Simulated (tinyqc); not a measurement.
What each parameter does: heterojunction of two tight-binding chains.

Left chain: hopping -t1, sites at 2 t1 (band bottom 0). Right chain: hopping -t2, sites at dE + 2 t2 (bottom dE). t = c/(m a^2), c = hbar^2/2m0. The bond across the interface is -tc with tc = f sqrt(t1 t2), and the last left site has the extra energy U. In a chain E = bottom + 2t (1 - cos(ka)); the surface Green function of a half chain is g = -exp(ika)/t, with Im k > 0 where cos(ka) > 1.

Constants: hbar^2/2m0 = 3.80998211 eV angstrom^2.

Values chosen for the exercise (masses and offset of the size met at InGaAs / InP; shifted at random, so the results belong to these values and not to a real crystal): a = 4 angstrom (site spacing); m1 = 0.042 m0 (mass on the left); m2 = 0.073 m0 (mass on the right); dE = 0.3 eV (band offset); f = 1 (factor on the interface hopping); U = -1.39 eV (extra energy on the last left site); E = 0.59 eV (electron energy).

T = 4 Im(S1) Im(S2) |G|^2 with G = 1/(E - 2 t1 - U - S1 - S2), S1 = -t1 exp(i k1 a), S2 = -(tc^2/t2) exp(i k2 a).

One parameter was then changed.

Results before and after:
```
case          T    k1 a    k2 a
base     0.8535  0.3240  0.2993
changed  0.8036  0.3552  0.2993
```

Which of these changes was made? (a) U = -1.19 eV; (b) m1 = 0.0504 m0; (c) f = 0.9; (d) m2 = 0.0876 m0; (e) dE = 0.25 eV; (f) a = 3.2 angstrom.

Answer: (b) m1 = 0.0504 m0. Of the candidates, run in turn, only this one gives the changed row.

All candidates:
```
case                   T    k1 a    k2 a
base              0.8535  0.3240  0.2993
m1 = 0.0504 m0    0.8036  0.3552  0.2993
m2 = 0.0876 m0    0.8734  0.3240  0.3281
dE = 0.25 eV      0.8711  0.3240  0.3243
f = 0.9           0.9639  0.3240  0.2993
U = -1.19 eV      0.8870  0.3240  0.2993
a = 3.2 angstrom  0.9014  0.2588  0.2391
```

Run: tinyqc, `OMP_NUM_THREADS=1 python tinyqc.py 1452807 1452808 out.jsonl`; Intel(R) Xeon(R) Processor @ 2.30GHz, one thread, shared host; about 0.01 s of CPU time with all checks.
